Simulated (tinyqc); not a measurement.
Pillar capacitor in an array: capacitance, non-linearity, leakage and relaxation: two steps of the calculation.

A film between two metal electrodes, each interface adding a series capacitance ci. The small-signal permittivity is ek (1 + aq E^2); the field is found with the linear permittivity. Leakage J = J0 sinh(E/Ef). After a voltage step the film passes a relaxation current kr C V tt^(-nr), tt being the time in seconds. The sidewall is a coaxial capacitor with radii a = dm/2 and b = dm/2 + t, depth AR dm; the end face is left out.

Inputs (values chosen for the exercise); permittivity of the order of that of hafnium oxide:
```
symbol,value,unit,meaning
ek,20,,relative permittivity of the film
t,6.2,nm,film thickness
ci,1000,uF/cm^2,capacitance of each electrode interface (dead layer and screening)
aq,0.0057,cm^2/MV^2,quadratic field coefficient of the permittivity
V,0.5,V,bias
J0,2.3e-10,A/cm^2,leakage prefactor
Ef,0.3,MV/cm,field for an e-fold rise of the leakage
dm,63,nm,diameter of the pillar
AR,10,,"aspect ratio, depth over diameter"
pt,110,nm,pitch of the square array
rho,1000,uohm cm,resistivity of the inner electrode
```

Constants: eps0 = 8.8541878128e-14 F/cm where lengths are in cm. Results are converted to the units shown.

Problem 1. Planar capacitance, field and non-linearity. Planar film: Cf = eps0 ek/t, 1/C = 1/Cf + 2/ci, EOT = 3.9 eps0/C, effective permittivity C t/eps0, E = (V/t) C/Cf; quadratic coefficient [C(V)/C - 1]/V^2 with Cf (1 + aq E^2) in C(V).

Give: Cf; C; EOT; effective permittivity; E; quadratic coefficient; J.

Solution 1.

Cf = 2.856 uF/cm^2
C = 2.840 uF/cm^2
EOT = 1.216 nm
effective permittivity = 19.89
E = 0.8019 MV/cm
quadratic coefficient = 1.458e4 ppm/V^2
J = 1.657e-9 A/cm^2

The interfaces take 0.568 % of the voltage.

Problem 2. Cell capacitance, fields and time constant. Per length 1/c = ln(b/a)/(2 pi eps0 ek) + (1/a + 1/b)/(2 pi ci); cell capacitance c AR dm; per footprint over pt^2; fields c V/(2 pi eps0 ek r) at r = a and b; resistance of the inner electrode rho AR dm/(pi a^2); time constant R C/3 of the distributed line.

Find: a; b; cell capacitance; capacitance per footprint; field at a; field at b; R; R C/3.

Solution 2.

a = 31.50 nm
b = 37.70 nm
cell capacitance = 3.879 fF
capacitance per footprint = 32.06 uF/cm^2
field at a = 0.8784 MV/cm
field at b = 0.7339 MV/cm
R = 2.021 kohm
R C/3 = 2.613 ps

The array gives 11.3 times the planar capacitance per footprint; curvature makes the field at the inner electrode 1.10 times the planar value.

Numbers from tinyqc (`OMP_NUM_THREADS=1 python tinyqc.py 2102110 2102111 out.jsonl`; about 0.01 s on one thread of a shared Intel Xeon 2.30GHz).
